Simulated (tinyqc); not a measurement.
Inside a calculation: mean-field antiferromagnet of the Hubbard model on the simple cubic lattice. Values are carried at full precision from step to step, so a last printed digit may differ when a step is redone from the rounded ones.

e(k) = -2 t (cx + cy + cz) - 4 t2 (cx cy + cy cz + cz cx), ci = cos ki; one electron a site; Q = (pi, pi, pi). <n_up - n_dn> = m cos(Q.R) gives Delta = U m/2 and bands E = e+ -/+ sqrt(e-^2 + Delta^2), e+- = (e(k) +- e(k + Q))/2 (the constant U/2 is dropped). Means run over the mesh k_i = 2 pi (j + 1/2)/N of the whole zone: mu from mean(f(E-) + f(E+)) = 1; m(out) = mean of Delta (f(E-) - f(E+))/sqrt(e-^2 + Delta^2); free energy per site F = -kT mean[ln(1 + exp(-(E- - mu)/kT)) + ln(1 + exp(-(E+ - mu)/kT))] + mu + U m^2/4.

Constants: kB = 8.617333262e-05 eV/K.

Inputs chosen for the exercise: t = 0.9 eV (nearest hopping); t2 = 0 eV (second hopping); N = 4 (mesh); U = 6.63 eV (on-site repulsion); m0 = 0.64 (starting staggered moment); T = 600 K.

## Folded levels on the mesh

Collect the points with equal |e-| and e+.

Classes of points:
```
|e-| (eV)  e+ (eV)  points
1.27279    0.00000      48
3.81838    0.00000      16
```

## One mean-field step

From m = m0 form Delta, the two bands of each class and m(out).

Delta = 2.1216 eV

E-, E+ and Delta/sqrt(e-^2 + Delta^2) of each class:
```
|e-| (eV)  E- (eV)  E+ (eV)  Delta/sqrt(e-^2 + Delta^2)
1.2728     -2.4741   2.4741                      0.8575
3.8184     -4.3682   4.3682                      0.4857
```

m(out) = 0.7646

m(out) is above m0, so the next step starts from a larger moment.

## Self-consistency

Repeat with m = m(out) until |m(out) - m| < 1e-8; F(0) is the free energy at m = 0.

Iterations:
```
step         m  Delta (eV)    m(out)     F (eV)
1     0.640000     2.12160  0.764565  -2.268716
2     0.764565     2.53453  0.808492  -2.303969
3     0.808492     2.68015  0.821113  -2.308101
4     0.821113     2.72199  0.824513  -2.308437
5     0.824513     2.73326  0.825413  -2.308461
6     0.825413     2.73624  0.825650  -2.308463
7     0.825650     2.73703  0.825712  -2.308463
8     0.825712     2.73724  0.825729  -2.308463
9     0.825729     2.73729  0.825733  -2.308463
10    0.825733     2.73731  0.825734  -2.308463
11    0.825734     2.73731  0.825734  -2.308463
12    0.825734     2.73731  0.825735  -2.308463
13    0.825735     2.73731  0.825735  -2.308463
14    0.825735     2.73731  0.825735  -2.308463
```

m = 0.8257
Delta = 2.7373 eV
lowest E+ minus highest E- on the mesh = 6.0375 eV
F - F(0) = -399.27 meV

Converged in 14 steps. The ordered state lies 399.27 meV a site below the paramagnet and is an insulator on this mesh. A mesh of N = 16 gives m = 0.831 and F - F(0) = -495.7 meV.

## Checks

- Energy gain at U = 400 t against the exchange limit -z t^2/U a site (z neighbours), counted from -U/4 (eV): both -0.0135.

Program tinyqc; command `OMP_NUM_THREADS=1 python tinyqc.py 1681028 1681029 out.jsonl`; about 0.09 s on one thread of a shared Intel(R) Xeon(R) Processor @ 2.30GHz.
